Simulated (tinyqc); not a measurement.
What each input does: carrier statistics of a doped semiconductor with parabolic bands.

Eg(T) = Eg0 - al T^2/(T + be); m_de = Mv^(2/3) (ml mt^2)^(1/3); m_dh = (mhh^(3/2) + mlh^(3/2))^(2/3); Nc and Nv from N = 2 (m kB T/(4 pi c))^(3/2) with c = hbar^2/2m0, in 1/angstrom^3; times 1e24 for 1/cm^3.

Energies are counted from Ev, so Ec = Eg. n = Nc F_1/2((EF - Eg)/kT), p = Nv F_1/2(-EF/kT), ND+ = ND/(1 + 2 exp((EF - Eg + ED)/kT)), NA- = NA/(1 + 4 exp((EA - EF)/kT)); neutrality asks p + ND+ = n + NA-. F_j(eta) = (1/Gamma(j + 1)) integral_0^infinity x^j dx/(1 + exp(x - eta)), which tends to exp(eta) for eta << 0.

Constants: hbar^2/2m0 = 3.80998211 eV angstrom^2; kB = 8.617333262e-05 eV/K.

Inputs chosen for the exercise (near those of Ge; the results hold for these values, not for the real material): Eg0 = 0.7393 eV (gap at 0 K); al = 0.000476 eV/K (Varshni alpha); be = 239 K (Varshni beta); ml = 1.57 m0 (longitudinal electron mass); mt = 0.0802 m0 (transverse electron mass); Mv = 4 (equivalent valleys); mhh = 0.329 m0 (heavy-hole mass); mlh = 0.0439 m0 (light-hole mass); ND = 1.4e+15 1/cm^3 (donors); NA = 2e+12 1/cm^3 (acceptors); ED = 0.0123 eV (donor level below Ec); EA = 0.0112 eV (acceptor level above Ev); T = 150 K.

Neutrality solved anew for each case.

Results for these values:

| case | EF (eV) | n (1/cm^3) | p (1/cm^3) |
|---|---|---|---|
| base | 0.6103 | 1.40e+15 | 0.00547 |

What happens to each result for mt = 0.0962 m0, all else kept?

Answer: EF falls from 0.6103 to 0.6080; n does not change at the printed digits; p rises from 0.00547 to 0.00655.

The same for each parameter in turn:

| case | EF (eV) | n (1/cm^3) | p (1/cm^3) |
|---|---|---|---|
| base | 0.6103 | 1.40e+15 | 0.00547 |
| T = 170 K | 0.5880 | 1.40e+15 | 7.85 |
| ND = 7e+14 1/cm^3 | 0.6014 | 6.97e+14 | 0.0109 |
| NA = 2.6e+12 1/cm^3 | 0.6103 | 1.39e+15 | 0.00547 |
| Eg0 = 0.7893 eV | 0.6603 | 1.40e+15 | 0.000114 |
| mt = 0.0962 m0 | 0.6080 | 1.40e+15 | 0.00655 |
| mhh = 0.3948 m0 | 0.6103 | 1.40e+15 | 0.00711 |
| ED = 0.0185 eV | 0.6103 | 1.39e+15 | 0.00547 |

tinyqc: `OMP_NUM_THREADS=1 python tinyqc.py 1682449 1682450 out.jsonl`; about 0.01 s, one thread, shared Intel(R) Xeon(R) Processor @ 2.30GHz.
